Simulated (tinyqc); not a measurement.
Four methods from the same start: geometry relaxation of a small cluster. Computed by tinyqc, a small Python program. Command: `OMP_NUM_THREADS=1 python tinyqc.py 3024594 3024595 out.jsonl relax walk`. One thread of a shared host (Intel(R) Xeon(R) Processor @ 2.30GHz), about 0.02 s of CPU time with the checks.

E = sum_(i<j) phi(r_ij), phi(r) = eps [exp(-2 alpha (r - r0)) - 2 exp(-alpha (r - r0))]; the force on i is -sum_j phi'(r_ij) (R_i - R_j)/r_ij.

Inputs (values chosen for the exercise, for model atoms):
```
quantity                 value           unit
length r0                 2.98       angstrom
well depth eps            0.36             eV
stiffness alpha           1.39     1/angstrom
step factor eta          0.088  angstrom^2/eV
largest number of steps    500              -
```

Potential: Morse. Method: steepest descent.

starting positions (angstrom):
```
           x      y      z
atom 1  0.06  -0.22   0.09
atom 2  3.24   0.36   0.02
atom 3  1.49   2.59   0.08
atom 4  1.57   1.08   2.42
atom 5  1.28    0.9  -2.66
```

Method:
- Steepest descent: R(new) = R + eta F.
- No atom moves more than 0.3 angstrom a step (the whole step is scaled). Stop when the largest force component is below 1e-5 eV/angstrom.
- Hessian at the final positions by central differences of the forces; six eigenvalues vanish (translations and rotations). Steepest descent is stable for eta below 2/lambda_max and contracts the softest mode by 1 - eta lambda_min a step.
- Conjugate gradient (Polak-Ribiere): d = F + beta d(old), beta = max(0, F.(F - F(old))/|F(old)|^2), d = F at first; step length from one secant, s = eta (F.d)/(F.d - F(R + eta d).d), replaced by eta if that is not positive; R(new) = R + s d.
- BFGS: R(new) = R + B F with the inverse Hessian B = eta 1 at first; with s = R(new) - R, y = F - F(new), rho = 1/(y.s): B(new) = (1 - rho s y^T) B (1 - rho y s^T) + rho s s^T, skipped if y.s is not positive.
- FIRE with unit mass: if F.v > 0, v = (1 - a) v + a |v| F/|F|, and after more than 5 such steps in a row dt = min(1.1 dt, 5 dt0), a = 0.99 a; else v = 0, a = 0.1, and dt = dt/2 (not at the first step). Then v = v + dt F, R(new) = R + dt v. dt0 = sqrt(eta), a = 0.1 at first.
- In this comparison each method may take up to 1500 steps.

contraction of the softest mode = 0.926422

non-zero eigenvalues (eV/angstrom^2): 0.83611  0.83617  1.79820  2.79010  2.79021  2.88468  2.88477  4.97181  5.93858

condition number = 7.10260

Cost:
```
method              steps  force calls  final E (eV)  calls to reach 1e-2
steepest descent      124          125       -3.2926                   34
conjugate gradient     14           29       -3.2926                   15
BFGS                   24           25       -3.2926                   13
FIRE                   96           97       -3.2926                   32
```

What does the comparison show, and why?

In force calls the order is BFGS (25), conjugate gradient (29), FIRE (97), steepest descent (125). All that converged end at the same energy. Near the minimum steepest descent multiplies the slowest mode by 0.926 in size a step, 30 steps a decade of force, at a condition number of 7.1. It is the dearest here: the others use earlier steps to learn the curvature or to build momentum along soft directions.

Extremes, crossings and ranges named in words are read from the listed rows.
